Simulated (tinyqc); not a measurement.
A longer run and its error bar: q-state Potts model on a small periodic square lattice: enumeration, Metropolis, heat-bath and Wolff steps. Computed by tinyqc, a small Python program. Command: `OMP_NUM_THREADS=1 python tinyqc.py 3113872 3113873 out.jsonl potts walk`. One thread of a shared host (Intel(R) Xeon(R) Processor @ 2.30GHz), about 0.04 s of CPU time with the checks.

E = -J x (number of nearest-neighbour bonds with equal states); n x n sites with periodic edges have 2 n^2 bonds. Order parameter m = (q f - 1)/(q - 1), f being the largest share of one state. Sites are numbered row by row from 0. Here q = 3 and n = 3.

Inputs (values chosen for the exercise, for a model of domains or grain orientations): number of states q = 3; edge n = 3; coupling J = 53 meV; temperature T = 586 K; seed = 638198.

Update: Metropolis.

Constants: k_B = 8.617333262e-05 eV/K.

Method:
- K = J/(k_B T); the infinite square lattice orders at K_c = ln(1 + sqrt(q)); Wolff bond probability p = 1 - exp(-K).
- All q^(n^2) states are counted by their number b of equal bonds; weights g(b) exp(K b), K = J/(k_B T). Per site: u = -J <b>/n^2, c/k_B = K^2 (<b^2> - <b>^2)/n^2.
- ln Z = ln sum g(b) exp(K b); entropy per site s/k_B = (ln Z - K <b>)/n^2.
- After 400 updates are discarded, b is recorded for 4000 sweeps of n^2 steps of the update named (random numbers not printed, so these rows are one sample). Records are averaged in blocks; the error is the scatter of block means over sqrt(number of blocks), and the last column its square over that for single records.

start states:
$$\begin{pmatrix}
0 & 1 & 0 \\
0 & 2 & 0 \\
2 & 0 & 2
\end{pmatrix}$$

K = 1.04956

<b> = 16.1038

Blocking:
```
block length    mean b    error  variance ratio
1             16.21925  0.04512          1.0000
4             16.21925  0.07717          2.9258
16            16.21925  0.11453          6.4436
40            16.21925  0.13233          8.6022
100           16.21925  0.13702          9.2236
```

What does the comparison show, and why?

The run gives 16.219 +/- 0.132 (blocks of 40) against the exact 16.104, a difference of 0.9 error bars. Single records understate the error by a factor of about 2.9, because successive records are correlated.

Extremes, crossings and ranges named in words are read from the listed rows.
